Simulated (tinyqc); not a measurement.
How far the series holds: five-level k.p model folded onto the conduction band.

For k along z and one spin sector the level c couples to four states. With c0 = hbar^2/2m0, P = sqrt(Ep c0), P2 = sqrt(Ep2 c0): diagonal Eg + (1 + Cm) c0 k^2 for c, and 0, -Dso, E7 + D2, E7 for lh, so, G8 up, G7 up (their own dispersion is left out); couplings of c: sqrt(2/3) P k to lh, sqrt(1/3) P k to so, sqrt(2/3) P2 k to G8 up, sqrt(1/3) P2 k to G7 up (phases chosen real).

Expanding E = H_cc + S(E) about Eg in powers of k^2, with s_n = sum_j H_cj^2/(Eg - H_jj)^n: order k^2: e2 = (1 + Cm) c0 k^2 + s1; order k^4: e4 = -s2 e2; order k^6: e6 = s3 e2^2 + s2^2 e2.

Constants: hbar^2/2m0 = 3.80998211 eV angstrom^2.

Values chosen for the exercise (near those of ZnSe; the results hold for these values, not for the real material): Eg = 2.742 eV (gap at Gamma to the s-like level); Dso = 0.413 eV (spin-orbit splitting); Ep = 23.1 eV (Kane energy); E7 = 7.19 eV (upper Gamma7 conduction level, from the valence top); D2 = 0.1 eV (its spin-orbit splitting, Gamma8 above Gamma7); Ep2 = 1.4 eV (Kane energy to the upper levels); Cm = -2.9 (remote term in 1/m).

Energies from Eg; Pk/Eg measures the coupling.

Levels (eV):
```
k (1/angstrom)  Pk/Eg  to k^2   to k^4   to k^6   exact
0.0438          0.150  0.0427   0.0418   0.0419  0.0419
0.1002          0.343  0.2237   0.1989   0.2035  0.2027
0.1566          0.536  0.5463   0.3988   0.4658  0.4422
0.2129          0.728  1.0097   0.5057   0.9293  0.7196
0.2693          0.921  1.6155   0.3252   2.0603  1.0097
0.3257          1.114  2.3631  -0.3976   5.0324  1.2965
0.3821          1.307  3.2523  -1.9770  12.1794  1.5710
0.4384          1.500  4.2813  -4.7806  27.5130  1.8270
```

Within 2 % of the exact level stay: the k^2 term in no row, the sum to k^4 up to Pk/Eg = 0.34, the sum to k^6 up to Pk/Eg = 0.34. In the last row the errors are +2454, -6608 and +25686 meV: higher orders make it worse, since the series in k^2 converges only for Pk below about Eg/2 in the two-level limit E = Eg/2 + sqrt(Eg^2/4 + P^2 k^2).

Computed by tinyqc, a small Python program: `OMP_NUM_THREADS=1 python tinyqc.py 1051406 1051407 out.jsonl` (the numbers bound the seed that draws the inputs); one thread of a shared host (Intel(R) Xeon(R) Processor @ 2.30GHz), about 0.01 s for the whole set of steps.
